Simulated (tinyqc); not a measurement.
Worked calculation: Hueckel theory of the pi electrons, for the molecule C1=CC2=CC=CC2=C1 (SMILES; centres numbered as the heavy atoms are written). One step of it, computed by the program tinyqc.

Question. Orbitals. Diagonalise; E = alpha + x beta with beta < 0, so the largest x are filled first; degenerate levels share their electrons. P = sum n_i c_ri c_si; each orbital has its largest coefficient positive (the first on a tie).

Hueckel matrix in units of beta (H = alpha + beta A), order 1C, 2C, 3C, 4C, 5C, 6C, 7C, 8C:
$$\begin{pmatrix}
0.000000 & 1.000000 & 0.000000 & 0.000000 & 0.000000 & 0.000000 & 0.000000 & 1.000000 \\
1.000000 & 0.000000 & 1.000000 & 0.000000 & 0.000000 & 0.000000 & 0.000000 & 0.000000 \\
0.000000 & 1.000000 & 0.000000 & 1.000000 & 0.000000 & 0.000000 & 1.000000 & 0.000000 \\
0.000000 & 0.000000 & 1.000000 & 0.000000 & 1.000000 & 0.000000 & 0.000000 & 0.000000 \\
0.000000 & 0.000000 & 0.000000 & 1.000000 & 0.000000 & 1.000000 & 0.000000 & 0.000000 \\
0.000000 & 0.000000 & 0.000000 & 0.000000 & 1.000000 & 0.000000 & 1.000000 & 0.000000 \\
0.000000 & 0.000000 & 1.000000 & 0.000000 & 0.000000 & 1.000000 & 0.000000 & 1.000000 \\
1.000000 & 0.000000 & 0.000000 & 0.000000 & 0.000000 & 0.000000 & 1.000000 & 0.000000
\end{pmatrix}$$

pi electrons, sum of z_r less the charge = 8

Give: x values; occupations; coefficients; charge and bond-order matrix P.

Answer.

x values: [2.3429, 1.4142, 1.0000, 0.4707, 0.0000, -1.4142, -1.8136, -2.0000]

occupations: [2.0000, 2.0000, 2.0000, 2.0000, 0.0000, 0.0000, 0.0000, 0.0000]

coefficients, order 1C, 2C, 3C, 4C, 5C, 6C, 7C, 8C:
$$\begin{pmatrix}
0.2714 & 0.5000 & 0.0000 & 0.5128 & 0.0000 & 0.5000 & 0.4042 & 0.0000 \\
0.3179 & 0.3536 & 0.4082 & 0.1207 & 0.5000 & -0.3536 & -0.3665 & -0.2887 \\
0.4735 & 0.0000 & 0.4082 & -0.4560 & 0.0000 & 0.0000 & 0.2606 & 0.5774 \\
0.3179 & -0.3536 & 0.4082 & 0.1207 & -0.5000 & 0.3536 & -0.3665 & -0.2887 \\
0.2714 & -0.5000 & 0.0000 & 0.5128 & 0.0000 & -0.5000 & 0.4042 & 0.0000 \\
0.3179 & -0.3536 & -0.4082 & 0.1207 & 0.5000 & 0.3536 & -0.3665 & 0.2887 \\
0.4735 & 0.0000 & -0.4082 & -0.4560 & 0.0000 & 0.0000 & 0.2606 & -0.5774 \\
0.3179 & 0.3536 & -0.4082 & 0.1207 & -0.5000 & -0.3536 & -0.3665 & 0.2887
\end{pmatrix}$$

charge and bond-order matrix P, order 1C, 2C, 3C, 4C, 5C, 6C, 7C, 8C:
$$\begin{pmatrix}
1.1732 & 0.6499 & -0.2106 & -0.0572 & 0.1732 & -0.0572 & -0.2106 & 0.6499 \\
0.6499 & 0.8146 & 0.5243 & 0.3146 & -0.0572 & -0.3520 & -0.1423 & 0.1480 \\
-0.2106 & 0.5243 & 1.1976 & 0.5243 & -0.2106 & -0.1423 & 0.5309 & -0.1423 \\
-0.0572 & 0.3146 & 0.5243 & 0.8146 & 0.6499 & 0.1480 & -0.1423 & -0.3520 \\
0.1732 & -0.0572 & -0.2106 & 0.6499 & 1.1732 & 0.6499 & -0.2106 & -0.0572 \\
-0.0572 & -0.3520 & -0.1423 & 0.1480 & 0.6499 & 0.8146 & 0.5243 & 0.3146 \\
-0.2106 & -0.1423 & 0.5309 & -0.1423 & -0.2106 & 0.5243 & 1.1976 & 0.5243 \\
0.6499 & 0.1480 & -0.1423 & -0.3520 & -0.0572 & 0.3146 & 0.5243 & 0.8146
\end{pmatrix}$$
